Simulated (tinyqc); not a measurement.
# Admittance spectroscopy of a deep trap: admittance against frequency

Schottky contact on an n-type layer with shallow donors Nd (all ionised) and a donor-like deep trap, neutral when filled and positive when empty; depletion approximation. Traps within lam of the depletion edge stay filled. The traps at xt = W - lam, where the level crosses the Fermi level, follow a slow signal and not a fast one. w = 2 pi f.

Emission rate en = sn vth(T) Nc(T) exp(-Et/kB T) = sn g T^2 exp(-Et/kB T), g = vth Nc/(300 K)^2, as vth goes as T^0.5 and Nc as T^1.5 (degeneracy factor 1). lam = sqrt(2 eps0 eps_r (EF - ET)/(q Nd)), EF - ET = Et - (kB T/q) ln(Nc(T)/Nd), Nc(T) = Nc (T/300 K)^1.5. In the steady state at the band bending V, 2 eps0 eps_r V/q = Nd W^2 + Nt (W - lam)^2 (the second term only if W > lam). V = Vbi + Vr. C_HF = eps0 eps_r/W, C_LF = eps0 eps_r (Nd + Nt)/(Nd W + Nt xt). Inflection frequency w0 = 2 en [1 + Nt xt/(Nd W)]; C = C_HF + (C_LF - C_HF)/(1 + (w/w0)^2), G/w = (C_LF - C_HF)(w/w0)/(1 + (w/w0)^2).

Values chosen for this exercise; material values close to those of gallium nitride:
- eps_r = 9.61 (relative permittivity)
- Nc = 2.27e18 cm^-3 (conduction-band density of states at 300 K)
- vth = 2.5e7 cm/s (thermal velocity at 300 K)
- Nd = 1.5e16 cm^-3 (shallow donor density)
- Vbi = 1.37 V (built-in voltage)
- Et = 0.4 eV (depth of the trap below the conduction edge)
- sn = 8e-14 cm^2 (capture cross-section)
- Nt = 5.6e14 cm^-3 (trap density)
- Vr = 0 V (reverse bias)
- T = 227 K (temperature)

Constants: q = 1.602176634e-19 C, kB = 1.380649e-23 J/K, eps0 = 8.8541878128e-14 F/cm where lengths are in cm. Results are converted to the units shown.

Admittance against frequency:
```
f (Hz)	C (nF/cm^2)	G/w (nF/cm^2)
31	27.938	0.013412
67	27.936	0.028904
140	27.931	0.059667
310	27.903	0.12451
670	27.810	0.21265
1500	27.628	0.22988
3100	27.512	0.15260
6800	27.470	0.076451
15000	27.460	0.035388
32000	27.458	0.016659
```

What does the comparison show?

C falls from 27.9 to 27.5 nF/cm^2, between C_LF = 27.9 and C_HF = 27.5, and G/w goes from 0.0134 through a maximum of 0.230 (at f = 1500 Hz among the rows listed) to 0.0167 nF/cm^2. The exact peak is half of the step, 0.240 nF/cm^2, at 1110 Hz.

Computed by the program tinyqc: `OMP_NUM_THREADS=1 python tinyqc.py 2050067 2050068 out.jsonl`, one thread of a shared Intel Xeon 2.30GHz, about 0.01 s for the whole run.
